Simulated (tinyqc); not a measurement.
# Admittance spectroscopy of a deep trap: two studies

Schottky contact on an n-type layer with shallow donors Nd (all ionised) and a donor-like deep trap, neutral when filled and positive when empty; depletion approximation. Traps within lam of the depletion edge stay filled. The traps at xt = W - lam, where the level crosses the Fermi level, follow a slow signal and not a fast one. w = 2 pi f.

Parameters, values chosen for the exercise; material values close to those of silicon:
```
symbol,value,unit,meaning
eps_r,11.7,,relative permittivity
Nc,2.83e19,cm^-3,conduction-band density of states at 300 K
vth,2.2e7,cm/s,thermal velocity at 300 K
Nd,3.7e15,cm^-3,shallow donor density
Vbi,0.77,V,built-in voltage
Et,0.19,eV,depth of the trap below the conduction edge
sn,3.1e-17,cm^2,capture cross-section
Nt,4.1e15,cm^-3,trap density
Vr,0,V,reverse bias
T,185,K,temperature
```

Constants: q = 1.602176634e-19 C, kB = 1.380649e-23 J/K, eps0 = 8.8541878128e-14 F/cm where lengths are in cm. Results are converted to the units shown.

Each table varies one quantity; the others keep the values above.

## Admittance against frequency

Emission rate en = sn vth(T) Nc(T) exp(-Et/kB T) = sn g T^2 exp(-Et/kB T), g = vth Nc/(300 K)^2, as vth goes as T^0.5 and Nc as T^1.5 (degeneracy factor 1). lam = sqrt(2 eps0 eps_r (EF - ET)/(q Nd)), EF - ET = Et - (kB T/q) ln(Nc(T)/Nd), Nc(T) = Nc (T/300 K)^1.5. In the steady state at the band bending V, 2 eps0 eps_r V/q = Nd W^2 + Nt (W - lam)^2 (the second term only if W > lam). V = Vbi + Vr. C_HF = eps0 eps_r/W, C_LF = eps0 eps_r (Nd + Nt)/(Nd W + Nt xt). Inflection frequency w0 = 2 en [1 + Nt xt/(Nd W)]; C = C_HF + (C_LF - C_HF)/(1 + (w/w0)^2), G/w = (C_LF - C_HF)(w/w0)/(1 + (w/w0)^2).

Result of one run:

| f (Hz) | C (nF/cm^2) | G/w (nF/cm^2) |
|---|---|---|
| 7.8e5 | 24.35 | 0.1816 |

What becomes of these results when the signal frequency f is changed from 7.8e5 to 90000 Hz, all else the same?

Result of the changed run:

| f (Hz) | C (nF/cm^2) | G/w (nF/cm^2) |
|---|---|---|
| 90000 | 24.78 | 1.446 |

The whole series:

| f (Hz) | C (nF/cm^2) | G/w (nF/cm^2) |
|---|---|---|
| 1200 | 29.59 | 0.2327 |
| 2500 | 29.55 | 0.4817 |
| 5100 | 29.42 | 0.9570 |
| 11000 | 28.85 | 1.834 |
| 22000 | 27.50 | 2.571 |
| 44000 | 25.78 | 2.341 |
| 90000 | 24.78 | 1.446 |
| 1.9e5 | 24.45 | 0.7317 |
| 3.8e5 | 24.37 | 0.3714 |
| 7.8e5 | 24.35 | 0.1816 |

C falls from 29.6 to 24.4 nF/cm^2, between C_LF = 29.6 and C_HF = 24.3, and G/w goes from 0.233 through a maximum of 2.57 (at f = 22000 Hz among the rows listed) to 0.182 nF/cm^2. The exact peak is half of the step, 2.63 nF/cm^2, at 27000 Hz.

## Effect of the trap density

Same model as above.

V = Vbi + Vr.

Effect of the trap density:

| Nt (cm^-3) | W (nm) | step (% of C_HF) | w0/(2 en) |
|---|---|---|---|
| 8.3e13 | 515.8 | 0.6146 | 1.016 |
| 1.5e14 | 513.4 | 1.102 | 1.029 |
| 2.8e14 | 508.9 | 2.025 | 1.054 |
| 5.2e14 | 501.2 | 3.660 | 1.100 |
| 9.5e14 | 488.5 | 6.390 | 1.181 |
| 1.8e15 | 467.1 | 11.19 | 1.337 |
| 3.2e15 | 439.7 | 17.85 | 1.582 |
| 6e15 | 401.5 | 28.41 | 2.042 |
| 1.1e16 | 360.1 | 42.52 | 2.788 |

What does the comparison show?

The step rises from 0.615 to 42.5 %, as Nt^(0.99) between the first two rows and Nt^(0.67) between the last two, and w0/(2 en) rises from 1.02 to 2.79: for Nt near Nd the rule w0 = 2 en overstates the cross-section by that factor.

Program tinyqc, `OMP_NUM_THREADS=1 python tinyqc.py 2050170 2050171 out.jsonl`; Intel Xeon 2.30GHz, shared host, one thread, about 0.01 s.
